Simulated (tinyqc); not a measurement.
Binary melting diagram from solution models of liquid and solid: one step, computed by the program tinyqc.

x is the fraction of B. In a phase with interaction L: mu_A = G_A + R T ln(1 - x) + L x^2, mu_B = G_B + R T ln x + L (1 - x)^2. Melting: G(liquid) - G(solid) = H (1 - T/T_m) for each pure component.

Task: Temperature and melting free energies. T = T_A + u (T_B - T_A). The ideal solution has k_A = exp(dG_A/(R T)) = (1 - xs)/(1 - xl) and k_B = exp(dG_B/(R T)) = xs/xl, so xl = (1 - k_A)/(k_B - k_A).

Inputs (values chosen for the exercise, for a model alloy):

| quantity | value | unit |
|---|---|---|
| melting point T_A | 1620 | K |
| melting point T_B | 1325 | K |
| heat of melting H_A | 17.3 | kJ/mol |
| heat of melting H_B | 15.2 | kJ/mol |
| position of T, (T - T_A)/(T_B - T_A) | 0.21 | - |

Diagram: complete solid solution (lens).

Constants: R = 8.314462618 J/(mol K).

Give: T; dG_A; dG_B; ideal liquidus xl; ideal solidus xs.

Result:

T = 1558.05 K

dG_A = 0.6616 kJ/mol

dG_B = -2.673 kJ/mol

ideal liquidus xl = 0.2193

ideal solidus xs = 0.1784
